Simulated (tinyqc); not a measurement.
Worked calculation: gated graphene: carriers, quantum capacitance and optical conductivity. Values are carried at full precision from step to step, so a last printed digit may differ when a step is redone from the rounded ones.

Cones E = +/- hv |k|, four flavours, D(E) = 2|E|/(pi hv^2). n = (2/pi)(kT/hv)^2 F_1(mu/kT), p = (2/pi)(kT/hv)^2 F_1(-mu/kT), in 1/angstrom^2 (1e16 for 1/cm^2); F_1(eta) = integral_0^infinity x dx/(1 + exp(x - eta)). Cq/e^2 = d(n - p)/d mu = (2 kT/(pi hv^2)) ln(2 + 2 cosh(mu/kT)).

Gate: V = mu/e + e (n - p)/Cox with Cox/e^2 = k/(4 pi e2 t), t in angstrom, e2 = e^2/(4 pi eps0); 1/(eV angstrom^2) in C/e^2 equals 1602.176634 microfarad/cm^2; total 1/C = 1/Cox + 1/Cq.

Constants: kB = 8.617333262e-05 eV/K; e^2/(4 pi eps0) = 14.39964547 eV angstrom; fine-structure constant alpha = 0.007297352564.

Parameters, chosen for this exercise (Fermi velocity near that of graphene, gate dielectric near SiO2; shifted at random, so the results belong to these values and not to a real crystal): hv = 6.91 eV angstrom (hbar vF); T = 77 K; k = 3.76 (dielectric constant of the gate layer); t = 90 nm (its thickness); V = 22.91 V (gate voltage from the neutrality point); E = 1.051 eV (photon energy); Gm = 5 meV (intraband damping).

## Chemical potential at the gate voltage

Solve the gate equation for mu.

Cox = 0.03699 microfarad/cm^2
mu = 0.2797 eV
n = 5.22e+12 1/cm^2
p = 0 1/cm^2

mu takes 1.2 % of the gate voltage; the zero-temperature rule |mu| = hv sqrt(pi |n - p|) gives 0.2800 eV.

## Quantum capacitance

1/(eV angstrom^2) in C/e^2 equals 1602.176634 microfarad/cm^2; 1/C = 1/Cox + 1/Cq.

Cq = 5.975 microfarad/cm^2
C = 0.03676 microfarad/cm^2
Cq at mu = 0 = 0.1965 microfarad/cm^2

C is 0.994 of Cox.

## Optical conductivity at one energy

Conductivity over sigma0 = e^2/(4 hbar): interband Re = sinh(E/2kT)/(cosh(mu/kT) + cosh(E/2kT)); intraband Re = (8 kT/pi) ln(2 cosh(mu/2kT)) Gm/(E^2 + Gm^2). A free sheet absorbs about pi alpha_f Re(sigma/sigma0), alpha_f the fine-structure constant (alpha among the constants).

Evaluate both parts and the absorption.

interband = 1.0000
intraband = 0.0016
absorption = 2.296 %

E is above 2|mu| = 0.5594 eV; at this temperature interband transitions are mostly open; the universal value is pi alpha_f = 2.293 %.

## Checks

- Cq/e^2 against the finite difference of n - p (1/(eV angstrom^2)): both 0.003729.

Computed by tinyqc, a small Python program: `OMP_NUM_THREADS=1 python tinyqc.py 1652546 1652547 out.jsonl` (the numbers bound the seed that draws the inputs); one thread of a shared host (Intel(R) Xeon(R) Processor @ 2.30GHz), about 0.01 s for the whole set of steps.
